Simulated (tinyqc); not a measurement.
# Ballistic Schottky-barrier transistor with a one-dimensional channel, WKB contacts: effects of single changes

Source Fermi level 0, drain Fermi level -Vd. Far from the contacts Ec = pn - psi, and the gate moves psi one to one; the band edges relax as exp(-x/lam) from pn at the source and pn - Vd at the drain; Ev = Ec - Eg. A carrier of energy w inside the channel band meets at a contact a barrier of height D (the contact edge beyond the channel edge): T = 1 for w >= D, else exp(-S), S = 4 lam sqrt(m/C) [sqrt(D - w) - sqrt(w) arctan sqrt((D - w)/w)], C = hbar^2/(2 m0). The two contacts combine as Ts Td/(Ts + Td - Ts Td).

Values chosen for this exercise; channel values close to those of a silicon nanowire with silicide contacts:
```
symbol  value  unit                                 meaning
T         300     K                             temperature
Eg       1.12    eV                                band gap
pn       0.83    eV  barrier for electrons at both contacts
mn       0.21    m0                           electron mass
mp       0.24    m0                               hole mass
g           2                           valleys or subbands
lam       4.8    nm        screening length at the contacts
Vd        0.1     V                              drain bias
```

Constants: q = 1.602176634e-19 C, kB = 1.380649e-23 J/K, hbar = 1.054571817e-34 J s, h = 6.62607015e-34 J s, m0 = 9.1093837015e-31 kg, Vt = kB T/q, hbar^2/(2 m0) = 0.0380998212 eV nm^2. Results are converted to the units shown.

Each table varies one quantity; the others keep the values above.

## Ambipolar transfer curve

I = g (2 q^2/h) int T(w) [f(Es + w) - f(Ed + w)] dw, f(y) = 1/(1 + exp(y/Vt)). Electrons: Ds = psi, Dd = psi - Vd, Es = Ec, Ed = Ec + Vd. Holes: Ds = -psi, Dd = Vd - psi, Es = -Ev, Ed = -Ev - Vd. The size of each current is taken; both flow from drain to source and add. The integrals are converged. Swing = d(psi)/d(log10 I).

Results:
```
ps (V)  electrons (uA)  holes (uA)     I (uA)  swing (mV/decade)
-0.23        6.114e-18    0.002881   0.002881             -181.1
-0.12        4.308e-16    7.385e-4   7.385e-4             -193.2
-0.01        3.035e-14    2.095e-4   2.095e-4             -207.5
0.1          1.682e-13    5.269e-5   5.269e-5             -62.55
0.21         6.307e-13    7.479e-7   7.479e-7             -59.53
0.32         2.665e-12    1.062e-8   1.062e-8             -59.55
0.54         7.359e-11   2.138e-12  7.573e-11              154.8
0.65         4.795e-10   3.035e-14  4.796e-10              130.8
0.76          3.520e-9   4.308e-16   3.520e-9              123.7
0.87          2.857e-8   6.114e-18   2.857e-8              118.6
0.98          2.455e-7   8.678e-20   2.455e-7              118.5
```

Estimate the missing row, ps = 0.43 V.

Computed row:
```
ps (V)  electrons (uA)  holes (uA)     I (uA)  swing (mV/decade)
0.43         1.298e-11   1.507e-10  1.636e-10             -66.90
```

With this row back in the table: I goes from 0.00288 through a minimum of 7.57e-11 (at ps = 0.54 V among the rows listed) to 2.46e-7 uA; the exact minimum lies at psi = 0.492 V. Holes carry the left branch and electrons the right. The ratio of the last row to the smallest is 3240 and of the first row 3.80e7, with barriers of 0.83 eV for electrons and 0.290 eV for holes. The steepest swing among the rows is 59.5 mV/decade, against the thermionic limit 59.5.

## Barrier height from the temperature dependence

Same model as above.

The apparent barrier is -d ln(I_e/T^1)/d(q/kB T), taken between T - 10 K and T + 10 K for the electron current.

Barrier height from the temperature dependence:
```
ps (V)  electrons (uA)  Ec (eV)  apparent barrier (eV)
-0.25         2.82e-18     1.08                   1.08
-0.18         4.23e-17     1.01                   1.01
-0.11         6.34e-16     0.94                   0.94
-0.04         9.51e-15     0.87                   0.87
0             4.47e-14     0.83                   0.83
0.1           1.68e-13     0.73                   0.79
0.17          3.85e-13     0.66                   0.76
0.24          9.22e-13     0.59                   0.72
0.31          2.32e-12     0.52                   0.68
0.38          6.20e-12     0.45                   0.63
0.45          1.76e-11     0.38                   0.58
```

What does the table show?

For psi < 0 the channel edge is the highest point, and the apparent barrier follows Ec one to one (1.08 eV against 1.08). At flat band it is 0.828 eV (psi = 0 V), near pn = 0.83 eV. Beyond, the top stays at pn but tunnelling lowers the apparent value to 0.584 eV in the last row, so only the point where the line bends gives the true barrier.

## Effect of the drain bias on the off state

Same model as above.

For each Vd, psi is set to the minimum of I.

Effect of the drain bias on the off state:
```
Vd (V)  psi at the minimum (V)  smallest I (uA)
0.05                      0.46         2.11e-11
0.21                      0.57         1.83e-10
0.37                      0.68          1.26e-9
0.53                      0.78          9.30e-9
0.68                      0.88          6.40e-8
0.84                      0.99          5.15e-7
1                         1.10          3.87e-6
```

What does the table show?

The smallest current rises from 2.11e-11 to 3.87e-6 uA, 5.47 decades a volt between the last two rows, and the minimum moves by 0.67 V a volt over the table: a larger Vd lets holes enter from the drain while electrons still enter from the source.

Range of the model: No scattering, image-force lowering, channel charge or band-to-band tunnelling; parabolic kappa overstates S deep in the gap.

tinyqc, about 0.07 s, one thread, Intel Xeon 2.30GHz (shared host): `OMP_NUM_THREADS=1 python tinyqc.py 2390005 2390006 out.jsonl`
